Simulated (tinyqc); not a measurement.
Worked calculation: Raman line shape of confined optical phonons and breathing modes of small crystals. Computed by tinyqc, a small Python program that keeps every step. Command: `OMP_NUM_THREADS=1 python tinyqc.py 3019267 3019268 out.jsonl confine walk`. One thread of a shared host (Intel(R) Xeon(R) Processor @ 2.30GHz), about 0.02 s of CPU time with the checks. Intermediate numbers are printed to about 6 digits and carried at full precision; extremes and crossings named in words are read from the listed rows.

Confinement in 3 direction(s) lets phonons with q away from zero scatter light. q is in units of 2 pi/a, from 0 to 1, and the branch is isotropic: omega(q)^2 = (omega_0^2 + omega_X^2)/2 + ((omega_0^2 - omega_X^2)/2) cos(pi q). The model and its constant beta are phenomenological; beta = 8 is the common choice.

Inputs (values chosen for the exercise, modelled on silicon):
```
quantity                                value      unit
bulk frequency omega_0                  520.7      1/cm
frequency at the zone boundary omega_X    406      1/cm
natural width Gamma_0                     3.7      1/cm
lattice constant a                      5.431  angstrom
size L                                    3.8        nm
confinement constant beta                   8         -
probe offset omega - omega_0             0.61      1/cm
longitudinal velocity                    9090       m/s
transverse velocity                      5400       m/s
```

Shape: sphere.

Constants: c = 299792458 m/s.

## Range of wave vectors

Weight W(q) = q^2 exp(-(2 L q/a)^2/(2 beta)) dq, that is exp(-k^2 L^2/(2 beta pi^2)) for k = 2 pi q/a. Width q_c = a sqrt(2 beta)/(2 L), where the exponential falls to 1/e; curvature of the branch: omega(q) = omega_0 - c q^2, c = pi^2 (omega_0^2 - omega_X^2)/(8 omega_0); for small q_c the mean of q^2 is (number of confined directions) q_c^2/2, and the mean shift is -c times that.

q_c = 0.285842 2 pi/a

curvature c = 251.840 1/cm

mean shift, quadratic estimate = -30.8652 1/cm

omega(q_c) - omega_0 = -19.5995 1/cm

## Intensity at one frequency

I(omega) = int W(q) / [(omega - omega(q))^2 + (Gamma_0/2)^2] dq / int W dq x (Gamma_0/2)^2, by 400 Gauss-Legendre points on 0 < q < min(1, 2.5 a sqrt(2 beta)/L). Bulk Lorentzian 1/(1 + (2 offset/Gamma)^2); mean shift = weighted mean of omega(q) less the bulk frequency.

I at the probe offset = 0.0335353

bulk Lorentzian there = 0.901940

mean shift, from the weights = -27.2097 1/cm

## Peak, width and asymmetry

The peak is the maximum of I; the width is taken between the half-maximum points, and the asymmetry is the low-side half-width over the high-side one.

peak shift = -12.614 1/cm

full width = 39.355 1/cm

asymmetry = 2.5013

peak height (bulk = 1) = 0.1294

The peak moves 46 % as far as the mean: the tail on the low side carries the rest. A shift without broadening or asymmetry would point to stress, not size.

## Line shape against size

The formulas are those given above.

Line shape:
```
L (nm)  peak shift (1/cm)  full width (1/cm)  asymmetry  mean shift, quadratic estimate (1/cm)
3                 -20.398             62.219     2.4515                               -49.5214
3.6               -14.016             43.601     2.5012                               -34.3899
4.4               -9.5857             29.991     2.4698                               -23.0213
5.5               -6.4822             20.207     2.3416                               -14.7336
7                 -4.3766             13.616     2.1193                               -9.09577
10                -2.5492              8.247     1.7228                               -4.45693
15                -1.4051             5.4342     1.3344                               -1.98086
25               -0.62715             4.1062     1.0739                              -0.713108
```

The peak shift falls with exponent -2.06 at the small end and -1.58 at the large end. For still larger L it tends to the mean shift, which goes as 1/L^2; the ratio is 0.41 in the first row and 0.88 in the last. The width exceeds Gamma_0 by over 10 % for L up to 25 nm. In a sphere the factor q^2 removes the weight at q = 0, so the peak itself moves strongly.

## Breathing mode of the free sphere

Lamb: with s = omega R/v_L, R = L/2, the lowest radial mode solves tan(s)/s = 1/(1 - s^2 v_L^2/(4 v_T^2)), s between pi/2 and pi; wavenumber = s v_L/(2 pi c R).

root s = 2.51628

breathing frequency = 1915.98 GHz

breathing wavenumber = 63.9101 1/cm

Checks made by the program: mean shift of a large crystal against the quadratic estimate (relative difference 4e-05).
